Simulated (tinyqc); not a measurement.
MOS structure on a p-type body, non-linear Poisson equation by Newton steps: one step of the calculation.

One dimension, insulator interface at x = 0, acceptor density Na, uniform, net doping C = -(acceptor density). psi is counted from the intrinsic level: n = ni exp((psi - Vb)/Vt), p = ni exp(-psi/Vt); deep in the body psi_b = -Vt ln(Na/ni). The gate acts through Cox = eps0 eox/tox and has the potential psi_G = Vg - (phiM - chi - Vt ln(Nc/ni)). Boltzmann statistics, full ionisation, classical densities, no oxide or interface charge.

Problem. Densities, residual and Jacobian diagonal. n_i = ni exp((psi_i - Vb)/Vt), p_i = ni exp(-psi_i/Vt), rho_i = p_i - n_i + C_i, g_i = (n_i + p_i)/Vt. Box widths w_i = (h_(i-1) + h_i)/2 in cm. Residual F_i = a_i (psi_(i+1) - psi_i) - a_(i-1) (psi_i - psi_(i-1)) + q rho_i w_i; Jacobian: a_(i-1) and a_i beside the diagonal, b_i = -a_(i-1) - a_i - q g_i w_i on it. Node 0 is free: w_0 = h_0/2, F_0 = a_0 (psi_1 - psi_0) + Cox (psi_G - psi_0) + q rho_0 w_0, b_0 = -a_0 - Cox - q g_0 w_0, with Cox = eps0 eox/tox, psi_G = Vg - (phiM - chi - Vt ln(Nc/ni)). The last node is fixed.

Values chosen for this exercise; band and dielectric values close to those of germanium:
```
symbol,value,unit,meaning
T,300,K,temperature
Eg,0.656,eV,band gap
Nc,1.04e19,cm^-3,conduction-band density of states at T
Nv,5.92e18,cm^-3,valence-band density of states at T
chi,4.07,eV,electron affinity
eox,3.9,,relative permittivity of the gate insulator (close to silicon dioxide)
tox,7.2,nm,insulator thickness
phiM,4.65,eV,gate work function
Vb,0.8,V,electron quasi-Fermi potential against the body
Vg,2.59,V,gate voltage against the body
```

Constants: q = 1.602176634e-19 C, kB = 1.380649e-23 J/K, Vt = kB T/q, eps0 = 8.8541878128e-14 F/cm where lengths are in cm. Results are converted to the units shown.

| node | x (nm) | psi after iteration 1 (V) | net doping C (cm^-3) |
|---|---|---|---|
| 0 | 0 | 2.3273642 | -9.6e17 |
| 1 | 0.8 | 2.3089854 | -9.6e17 |
| 2 | 1.88 | 2.2841741 | -9.6e17 |
| 3 | 3.35 | 2.2504032 | -9.6e17 |
| 4 | 5.33 | 2.2049158 | -9.6e17 |
| 5 | 8.02 | 2.1431172 | -9.6e17 |
| 6 | 11.7 | 2.0585750 | -9.6e17 |
| 7 | 16.6 | 1.9460052 | -9.6e17 |
| 8 | 23.2 | 1.7943806 | -9.6e17 |
| 9 | 32.3 | 1.5853223 | -9.6e17 |
| 10 | 44.5 | 1.3050442 | -9.6e17 |
| 11 | 61 | 0.8680927 | -9.6e17 |
| 12 | 83.4 | 0.3455953 | -9.6e17 |
| 13 | 114 | -0.2736877 | -9.6e17 |

| interval | coupling a_i (F/cm^2) |
|---|---|
| 0 | 1.7929730e-5 |
| 1 | 1.3281282e-5 |
| 2 | 9.7576764e-6 |
| 3 | 7.2443355e-6 |
| 4 | 5.3322618e-6 |
| 5 | 3.8977675e-6 |
| 6 | 2.9273029e-6 |
| 7 | 2.1733006e-6 |
| 8 | 1.5762400e-6 |
| 9 | 1.1757200e-6 |
| 10 | 8.6932026e-7 |
| 11 | 6.4034751e-7 |
| 12 | 4.6875112e-7 |

ni = 2.4239298e13 cm^-3

Give: n; p; residual F; diagonal b.

Solution.

| node | n (cm^-3) | p (cm^-3) |
|---|---|---|
| 0 | 1.104e39 | 1.934e-26 |
| 1 | 5.424e38 | 3.938e-26 |
| 2 | 2.078e38 | 1.028e-25 |
| 3 | 5.626e37 | 3.797e-25 |
| 4 | 9.684e36 | 2.206e-24 |
| 5 | 8.869e35 | 2.408e-23 |
| 6 | 3.370e34 | 6.338e-22 |
| 7 | 4.331e32 | 4.933e-20 |
| 8 | 1.229e30 | 1.739e-17 |
| 9 | 3.779e26 | 5.653e-14 |
| 10 | 7.394e21 | 2.889e-9 |
| 11 | 3.376e14 | 0.06327 |
| 12 | 5.635e5 | 3.791e7 |
| 13 | 2.225e-5 | 9.600e17 |

| node | residual F (1e12 C/cm^2) | diagonal b (F/cm^2) |
|---|---|---|
| 0 | -7.077 | -2.738e14 |
| 1 | -8.170 | -3.160e14 |
| 2 | -4.244 | -1.642e14 |
| 3 | -1.555 | -6.015e13 |
| 4 | -0.362 | -1.401e13 |
| 5 | -0.045 | -1.751e12 |
| 6 | -0.002 | -8.960e10 |
| 7 | 0.000 | -1.543e9 |
| 8 | 0.000 | -5.977e6 |
| 9 | 0.000 | -2494 |
| 10 | 0.000 | -0.06576 |
| 11 | 0.000 | -1.514e-6 |
| 12 | 0.000 | -1.109e-6 |

Computed by the program tinyqc: `OMP_NUM_THREADS=1 python tinyqc.py 2080051 2080052 out.jsonl`, one thread of a shared Intel Xeon 2.30GHz, about 0.4 s for the whole run.
